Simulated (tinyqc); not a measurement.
Worked calculation: domain walls in a thin film with perpendicular anisotropy: Bloch, Neel and chiral walls, motion and stripe domains. Computed by tinyqc, a small Python program that keeps every step. Command: `OMP_NUM_THREADS=1 python tinyqc.py 3027806 3027807 out.jsonl mwall walk`. One thread of a shared host (Intel(R) Xeon(R) Processor @ 2.30GHz), about 0.01 s of CPU time with the checks. Intermediate numbers are printed to about 7 digits and carried at full precision; extremes and crossings named in words are read from the listed rows.

One-dimensional wall: polar angle theta(x), azimuth phi of the moment in the wall (phi = 0 Neel, 90 degrees Bloch). mu_0 = 1.25663706212e-6 T m/A, gamma = 1.76085963023e11 rad/(s T).

Inputs (values chosen for the exercise, for a model film):
```
quantity                      value    unit
saturation magnetisation M_s    882    kA/m
exchange stiffness A              9    pJ/m
uniaxial anisotropy K_u         815  kJ/m^3
DMI constant D                  0.5  mJ/m^2
thickness t                     1.4      nm
damping alpha                  0.18       -
field mu_0 H_z                   38      mT
```

Drive: magnetic field.

## Width and energy of the Bloch wall

K_eff = K_u - mu_0 M_s^2/2; Delta = sqrt(A/K_eff); sigma_0 = 4 sqrt(A K_eff); profile theta = 2 arctan exp(x/Delta); quality factor Q = 2 K_u/(mu_0 M_s^2).

K_eff = 326.2159 kJ/m^3

width parameter Delta = 5.252532 nm

sigma_0 = 6.853838 mJ/m^2

quality factor Q = 1.667403

## Bloch or Neel

sigma(phi) = sigma_0 + 2 Delta K_D cos^2(phi) - pi D cos(phi), with the wall shape anisotropy K_D = N_x mu_0 M_s^2/2, N_x = t ln 2/(pi Delta). The minimum has cos(phi) = D/D_N for D < D_N = 4 Delta K_D/pi and phi = 0 beyond; sigma turns negative at D_c = (sigma_0 + 2 Delta K_D)/pi.

K_D = 28.74432 kJ/m^3

D_N = 0.1922343 mJ/m^2

azimuth phi = 0 degrees

wall energy sigma = 5.585002 mJ/m^2

D_c = 2.277762 mJ/m^2

A pure chiral Neel wall. D is 0.22 of D_c.

## Walker breakdown

Field drive: steady motion v = gamma Delta B/alpha needs B = (alpha/2) [2 B_D sin(phi) - B_K sin(2 phi)] in size, B_K = 2 K_D/M_s, B_D = pi D/(2 M_s Delta), with phi moving from its rest value; the Walker field B_W is the largest value of |B_D sin(phi) - (B_K/2) sin(2 phi)| times alpha, reached at cos(phi) = [d - sqrt(d^2 + 8)]/4, d = B_D/B_K. Far above B_W/alpha, v = gamma Delta B alpha/(1 + alpha^2); this is used for all B above B_W.

B_K = 65.17986 mT

B_D = 169.5324 mT

Walker field B_W = 32.47038 mT

velocity at B_W = 166.8431 m/s

velocity at B = 6.127757 m/s

B is above B_W: the wall moment precesses, and the far-field formula is used. Without D, B_W would be alpha B_K/2 = 5.87 mT, so D raises it 5.5 times. Caution: below about 3 B_W/alpha the mean velocity lies above the far-field formula, by a factor of roughly 1 + (B_W/(alpha B))^2/2.

## Stripe domains

Dipolar length l = sigma/(mu_0 M_s^2); for t much smaller than the period the domain width is w = 0.955 t exp(pi l/t) (Kaplan and Gehring), given as log10 of w in nm.

dipolar length l = 5.713159 nm

log10 of the domain width in nm = 5.693917

Equilibrium domains are about 490000 nm wide.

## Raising D

The formulas are those given above.

Wall against D; the last column is the Kaplan-Gehring width, log10[0.955 t exp(pi sigma/(mu_0 M_s^2 t))/nm], with a dash where it falls below 10 Delta and the formula fails:
```
D (mJ/m^2)  phi (degrees)  sigma (mJ/m^2)  sigma/sigma_0  log10 domain width
0.038            78.59894        6.842039      0.9982784            6.947078
0.096            60.04030        6.778532      0.9890125            6.883767
0.150            38.71213        6.669985      0.9731751            6.775554
0.460             0.00000        5.710666      0.8332071            5.819193
0.910             0.00000        4.296949      0.6269406            4.409835
1.400             0.00000        2.757569      0.4023394            2.875200
1.800             0.00000        1.500932      0.2189915                   -
2.000             0.00000        0.872614      0.1273175                   -
```

D_N is 8 % of D_c, so a small D fixes the chirality long before it lowers the energy much. Beyond D_N sigma falls by pi per unit of D, and the domain width, which has sigma in an exponent, drops by 4.1 decades over the valid rows (values above 6 mean a single domain in any device).

Checks made by the program: sigma_0 against the integral over the profile (relative difference below 1e-10); B_W against a scan of phi (relative difference below 1e-10).
